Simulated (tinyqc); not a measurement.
Inside a calculation. Method: Pariser-Parr-Pople SCF with singles CI, for the molecule [CH2+]c1ccccc1 (SMILES; centres numbered as the heavy atoms are written). One step of it, computed by the program tinyqc.

Problem. Singles CI, singlets. Over the 6 single excitations with the smallest orbital gaps: A = (e_a - e_i) delta + 2 (ia|jb) - (ij|ab), with (pq|rs) = sum c_mp c_mq gamma_mn c_nr c_ns. f = 2/3 w |mu|^2 in atomic units, mu = sqrt2 sum c_ia sum_m c_mi c_ma R_m.

orbital energies (eV): -18.053365  -15.424144  -14.651582  -8.520762  -5.010551  -4.573843  -2.062126

coefficients:
```
         MO1        MO2        MO3        MO4        MO5        MO6        MO7
1C  0.313734  -0.426342   0.000000   0.724148   0.000000  -0.405088  -0.176968
2C  0.546437  -0.455644   0.000000  -0.090061   0.000000   0.561314   0.413051
3C  0.398806  -0.029874   0.516621  -0.391148  -0.482807  -0.188958  -0.389049
4C  0.315039   0.383733   0.482807   0.026007   0.516621  -0.292159   0.409226
5C  0.293914   0.560656   0.000000   0.400190   0.000000   0.527927  -0.400526
6C  0.315039   0.383733  -0.482807   0.026007  -0.516621  -0.292159   0.409226
7C  0.398806  -0.029874  -0.516621  -0.391148   0.482807  -0.188958  -0.389049
```

repulsion gamma_rs (eV):
```
           1C         2C         3C         4C         5C         6C         7C
1C  11.130000   5.345539   3.872515   2.881267   2.621087   2.881267   3.872515
2C   5.345539  11.130000   5.346287   3.872515   3.517455   3.872515   5.346287
3C   3.872515   5.346287  11.130000   5.345539   3.872515   3.518103   3.873196
4C   2.881267   3.872515   5.345539  11.130000   5.346287   3.873196   3.518103
5C   2.621087   3.517455   3.872515   5.346287  11.130000   5.346287   3.872515
6C   2.881267   3.872515   3.518103   3.873196   5.346287  11.130000   5.345539
7C   3.872515   5.346287   3.873196   3.518103   3.872515   5.345539  11.130000
```

Centres (angstrom, eV; a flat drawing with bonds scaled to 1.40 angstrom):
```
centre          x          y  core charge z          W   gamma_rr
1C       2.400000   0.000000              1  11.160000  11.130000
2C       1.000000   0.000000              1  11.160000  11.130000
3C       0.300000   1.212000              1  11.160000  11.130000
4C      -1.100000   1.212000              1  11.160000  11.130000
5C      -1.800000   0.000000              1  11.160000  11.130000
6C      -1.100000  -1.212000              1  11.160000  11.130000
7C       0.300000  -1.212000              1  11.160000  11.130000
```

Give: singlet CI matrix; singlet excitation energies; oscillator strengths.

Solution.

singlet CI matrix (eV):
```
         3>4     2>4     1>4     3>5      3>6      2>5
3>4   2.8618  0.0000  0.0000  0.0000   0.1850  -0.4248
2>4   0.0000  4.4522  0.0545  0.4435   0.0000   0.0000
1>4   0.0000  0.0545  6.1366  0.3169   0.0000   0.0000
3>5   0.0000  0.4435  0.3169  6.7371   0.0000   0.0000
3>6   0.1850  0.0000  0.0000  0.0000   6.4004  -0.6529
2>5  -0.4248  0.0000  0.0000  0.0000  -0.6529   6.7851
```

singlet excitation energies (eV): 2.8125  4.3691  5.9156  6.0091  6.9476  7.3191

oscillator strengths: 0.0732  0.7197  0.0225  0.2546  0.7120  0.8208
